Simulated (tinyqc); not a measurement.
Inside a calculation. Model: ballistic conductance of a hard-wall wire of circular section by counting modes.

Numbers from tinyqc (`OMP_NUM_THREADS=1 python tinyqc.py 2740125 2740126 out.jsonl`; about 0.1 s on one thread of a shared Intel Xeon 2.30GHz). Printed values are rounded.

Subband edges E_(l,s) = C (j_(l,s)/a)^2/m with j_(l,s) the s-th zero of the Bessel function J_l; levels with l > 0 count twice; C = hbar^2/(2 m0). Every mode transmits fully; spin gives the factor 2 in 2 q^2/h, valleys the factor gv.

Inputs (values chosen for the exercise): temperature T = 4 K; mass m = 0.18 m0; valleys gv = 1; Fermi energy above the bulk band edge Ef = 0.329 eV; radius a = 4.4 nm; highest subband edge listed Et = 0.411 eV.

Constants: q = 1.602176634e-19 C, kB = 1.380649e-23 J/K, hbar = 1.054571817e-34 J s, h = 6.62607015e-34 J s, m0 = 9.1093837015e-31 kg, Vt = kB T/q, hbar^2/(2 m0) = 0.0380998212 eV nm^2. Results are converted to the units shown.

## Subband edges and their occupation

List the edges below Et; each adds its degeneracy times f = 1/(1 + exp((E_n - Ef)/Vt)) to the thermal mode count.

```
mode  edge (eV)  degeneracy        f
0,1    0.063228           1  1.00000
1,1    0.160520           2  1.00000
2,1    0.288357           2  1.00000
0,2    0.333147           1  0.00001
```

## Conductance and ballistic resistance

G = (2 q^2/h) gv M; at zero temperature M counts the edges below Ef, at T it is the sum of degeneracy times f. The smooth (Sharvin) count is kF^2 A/(4 pi), kF = sqrt(m Ef/C), A = pi a^2, perimeter p = 2 pi a, and with the boundary term kF^2 A/(4 pi) - kF p/(4 pi). The sum runs over the edges listed.

M at zero temperature = 5
M at T = 5.00001
G = 387.405 uS
resistance 1/G = 2.58128 kohm
smooth count = 7.52300

The smooth count is 50 % above M at T. With the boundary term it is 4.78.
